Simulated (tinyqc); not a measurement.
Debye-Callaway model of lattice thermal conductivity: one step, computed by the program tinyqc.

Three acoustic branches with one velocity v, cut at omega_D = k_B Theta/hbar; x = hbar omega/(k_B T). v and Theta are separate inputs: Theta cuts off the heat-carrying modes, so C need not reach 3 k_B/V. gamma is an effective value that sets the umklapp rate.

Problem. Scattering rates at one frequency. Rates: point defects A omega^4; umklapp B omega^2 T exp(-Theta/(b T)) with B = hbar gamma^2/(M v^2 Theta). Boundaries: v/L. The resistive time is tau_R = 1/(boundary + point-defect + umklapp rates), and the free path is v tau_R.

Inputs (values chosen for the exercise, modelled on magnesium oxide):
```
quantity                              value        unit
sound velocity v                       6820         m/s
Debye temperature Theta                 750           K
mean atomic mass M                    20.15           u
effective Grueneisen parameter gamma   3.42           -
umklapp exponent divisor b                3           -
Casimir length L                        810  micrometre
temperature T                           150           K
probe frequency omega/omega_D          0.11           -
```

Sample: crystal. Point defects: alloy. Normal processes: left out.

Rayleigh coefficient A = 7.932264e-44 s^3

Constants: k_B = 1.380649e-23 J/K; hbar = 1.054571817e-34 J s; u = 1.6605390666e-27 kg.

Give: omega; Rates; tau_R; free path.

Solution.

omega = 1.080e+13 rad/s

Rates:
```
process        rate (1/s)  rate x tau_R
boundaries      8.420e+06      0.001838
point defects   1.080e+09        0.2357
umklapp         3.493e+09        0.7625
```

tau_R = 2.183e-10 s

free path = 1489 nm

The strongest resistive process at this frequency: umklapp, 76 % of the resistive rate.
